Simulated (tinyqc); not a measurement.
Straight dislocations in isotropic elasticity: fields, energies, partials, Peierls stress and walls. Which input was changed? Computed by tinyqc, a small Python program. Command: `OMP_NUM_THREADS=1 python tinyqc.py 3008535 3008536 out.jsonl disloc which`. One thread of a shared host (Intel(R) Xeon(R) Processor @ 2.30GHz), about 0.04 s of CPU time with the checks.

The line runs along z, the glide plane is y = 0, and beta is the angle between b and the line (0 screw, 90 degrees edge): b_e = b sin(beta) along +x with the extra half plane at y > 0, b_s = b cos(beta). Stress is positive in tension.

Inputs (values chosen for the exercise, modelled on silicon):
```
quantity                       value      unit
shear modulus G                 69.4       GPa
Poisson ratio nu               0.227         -
Burgers vector b                3.84  angstrom
stacking-fault energy gamma       49    mJ/m^2
dislocation density rho      2.7e+10     1/m^2
core radius r0/b                 0.5         -
tilt angle theta                 9.2   degrees
```

Character: 60-degree.

Constants: 1 eV/angstrom^3 = 160.2176634 GPa.

Method:
- Energy factor K = G [cos^2(beta) + sin^2(beta)/(1 - nu)].
- E = K b^2/(4 pi) ln(R/r0) with R = 1/(2 sqrt(rho)); tension T = E + d^2E/d(beta)^2 = G b^2 [1 + nu - 3 nu sin^2(beta)]/(4 pi (1 - nu)) ln(R/r0). The core energy is taken into r0.
- Shockley partials have b_p = b/sqrt(3) at the angles beta -/+ 30 degrees; their repulsion balances the fault at d = G b_p^2/(8 pi gamma) (2 - nu)/(1 - nu) [1 - 2 nu cos(2 beta)/(2 - nu)].
- A symmetric tilt wall of edge dislocations has the spacing h = b/(2 sin(theta/2)); Read-Shockley: gamma_b = E0 theta (A - ln theta), E0 = G b/(4 pi (1 - nu)), A = 1 + ln(b/(2 pi r0)), theta in radians.

Question. One of these inputs alone was changed, within the range given: shear modulus G (34.7 to 138.8); Poisson ratio nu (0.1135 to 0.454); Burgers vector b (1.92 to 7.68); core radius r0/b (0.25 to 1). Which one, and to what value?

Results:
```
run     splitting width d (nm)  line energy E (eV/nm)  boundary energy (mJ/m^2)
before                 7.16663               59.98085                  741.9666
after                 11.05833               90.47670                  921.6616
```

Answer.

Each candidate set to reproduce splitting width d, and what it then gives:
```
candidate                     range searched  value needed  line energy E (eV/nm)  boundary energy (mJ/m^2)
shear modulus G (GPa)          34.7 to 138.8         107.1                 92.552                    1144.9
Poisson ratio nu             0.1135 to 0.454  out of reach                      -                         -
Burgers vector b (angstrom)     1.92 to 7.68         4.770                 90.477                     921.7
core radius r0/b                   0.25 to 1     no effect                      -                         -
```

Only Burgers vector b fits every result: it went from 3.84 to 4.77 angstrom. The next best candidate, shear modulus G, misses one result by 24 %.
